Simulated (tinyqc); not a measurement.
Inside a calculation. Model: hydrogenic impurity: series, fields, screening, photoionisation and donor-acceptor pairs. Computed by tinyqc, a small Python program that keeps every step. Command: `OMP_NUM_THREADS=1 python tinyqc.py 3031940 3031941 out.jsonl hydrogenic walk`. One thread of a shared host (Intel(R) Xeon(R) Processor @ 2.30GHz), about 0.01 s of CPU time with the checks. Intermediate numbers are printed to about 6 digits and carried at full precision; extremes and crossings named in words are read from the listed rows.

One isotropic, parabolic band. Effective units: Ry* and a*, in which H = -nabla^2 - 2/r.

Inputs (values chosen for the exercise, for a model semiconductor):

| quantity | value | unit |
|---|---|---|
| electron mass m | 0.025 | m_0 |
| dielectric constant eps | 14 | - |
| donor density N | 2.8e+12 | cm^-3 |
| magnetic field B | 1.3 | T |
| depth of a short-range centre E_i | 60 | meV |

Parts treated: magnetic field and photoionisation.

Constants: Ry = 13.605693123 eV; a_0 = 0.529177210903 angstrom; h x 1 THz = 4.135667696 meV; mu_B = 5.7883818060e-05 eV/T.

## Effective units and the series

Ry* = Ry m/eps^2, a* = a_0 eps/m; level n is bound by Ry*/n^2; <r> = (3/2) a* in 1s; lines 1s -> np at Ry* (1 - 1/n^2); 1 THz = 4.135667696 meV.

Ry* = 1.73542 meV

a* = 296.339 angstrom

<r> of 1s = 444.509 angstrom

Series:

| n | binding (meV) | line from 1s (meV) | line (THz) |
|---|---|---|---|
| 2 | 0.433855 | 1.30157 | 0.314717 |
| 3 | 0.192824 | 1.54260 | 0.372998 |
| 4 | 0.108464 | 1.62696 | 0.393396 |
| 5 | 0.069417 | 1.66600 | 0.402838 |

## Overlap of donors

Wigner-Seitz radius r_s = (3/(4 pi N))^(1/3); Mott criterion N_c^(1/3) a* = 0.26; overlap of two 1s orbitals at distance d: S = exp(-x)(1 + x + x^2/3), x = d/a*, with d = N^(-1/3).

r_s = 4401.34 angstrom

Mott density = 6.75387e+14 cm^-3

N over the Mott density = 0.00414577

overlap S = 8.64282e-09

The sample is on the insulating side, with isolated donors.

## Donor in a magnetic field

gamma = hbar omega_c/(2 Ry*) = mu_B B/(m Ry*). For m_z = 0, H = -nabla^2 - 2/r + gamma^2 rho^2/4, and the band edge moves to gamma Ry*. Basis: exp(-al rho^2 - be z^2), al_k = 0.02 x 2.4^k + gamma/4 x c with k = 0..11, be_k = 0.02 x 2.4^k and c = 0, 0.5, 1 (36 functions). With A = al_i + al_j, B = be_i + be_j (not the field) and the common factor pi^(3/2) dropped: S = 1/(A sqrt(B)), kinetic S (4 al_i al_j/A + 2 be_i be_j/B), <rho^2> = S/A, <1/r> = (2/sqrt(pi)) atanh(u)/(A u), u = sqrt(1 - B/A), which is (2/sqrt(pi))/A when A = B; overlap eigenvalues below 1e-11 are dropped. Binding = (gamma - E) Ry*; the spin term shifts level and edge alike.

gamma = 1.73443

hbar omega_c = 6.01992 meV

magnetic length a*/sqrt(gamma) = 225.015 angstrom

ground level = -0.383798 meV

binding energy in the field = 3.39376 meV

The field squeezes the orbit and raises the binding by a factor 1.956.

## Weak-field and exact binding

Perturbation theory: E = -1 + gamma^2/2 - (53/96) gamma^4 Ry*.

Ground level (Ry*):

| gamma | B (T) | basis | second order | fourth order | binding |
|---|---|---|---|---|---|
| 0.17 | 0.12742 | -0.98596 | -0.98555 | -9.86011e-01 | 1.15596 |
| 0.30 | 0.22486 | -0.95837 | -0.95500 | -9.59472e-01 | 1.25837 |
| 0.43 | 0.32230 | -0.91931 | -0.90755 | -9.26425e-01 | 1.34931 |
| 0.50 | 0.37476 | -0.89441 | -0.87500 | -9.09505e-01 | 1.39441 |
| 0.70 | 0.52467 | -0.81144 | -0.75500 | -8.87555e-01 | 1.51144 |
| 0.87 | 0.65209 | -0.72996 | -0.62155 | -9.37837e-01 | 1.59996 |
| 1.00 | 0.74953 | -0.66233 | -0.50000 | -1.05208e+00 | 1.66233 |
| 1.70 | 1.27420 | -0.24353 | 0.44500 | -4.16606e+00 | 1.94353 |
| 3.50 | 2.62335 | 1.04968 | 5.12500 | -7.77220e+01 | 2.45032 |
| 6.90 | 5.17174 | 3.82076 | 22.80500 | -1.22861e+03 | 3.07924 |

Second order stays within 1 % of the basis value up to gamma = 0.30 of those listed and fourth order up to 0.43; beyond, the truncated (asymptotic) series fails, while the binding keeps growing slowly, to 3.08 Ry* at gamma = 6.9.

## Photoionisation line shapes

With x = h nu/E above threshold, normalised to their maxima: hydrogenic 1s: x^-4 exp(4 - 4 atan(k)/k)/(1 - exp(-2 pi/k)), k = sqrt(x - 1), which is 1 at threshold; delta-function centre (Lucovsky): 8 (x - 1)^(3/2)/x^3, which is 1 at x = 2. Energies use E = Ry* and E = E_i; band-to-band absorption, which hides both above the gap, is left out.

Relative cross-sections:

| x | h nu, hydrogenic (meV) | hydrogenic | h nu, short-range centre (meV) | Lucovsky |
|---|---|---|---|---|
| 1.05 | 1.8222 | 8.77722e-01 | 63 | 0.07726 |
| 1.20 | 2.0825 | 6.12223e-01 | 72 | 0.41409 |
| 1.50 | 2.6031 | 3.31741e-01 | 90 | 0.83805 |
| 2 | 3.4708 | 1.47738e-01 | 120 | 1.00000 |
| 2.50 | 4.3386 | 7.78364e-02 | 150 | 0.94060 |
| 3.50 | 6.0740 | 2.90356e-02 | 210 | 0.73756 |
| 5 | 8.6771 | 9.97300e-03 | 300 | 0.51200 |
| 8 | 13.8834 | 2.36116e-03 | 480 | 0.28938 |

The Coulomb tail makes the hydrogenic cross-section largest at threshold, 1.74 meV; the short-range (neutral) centre starts from zero and peaks at twice its depth, 120.0 meV.

Checks made by the program: weak-field limit -1 + gamma^2/2 (relative difference 8e-06).
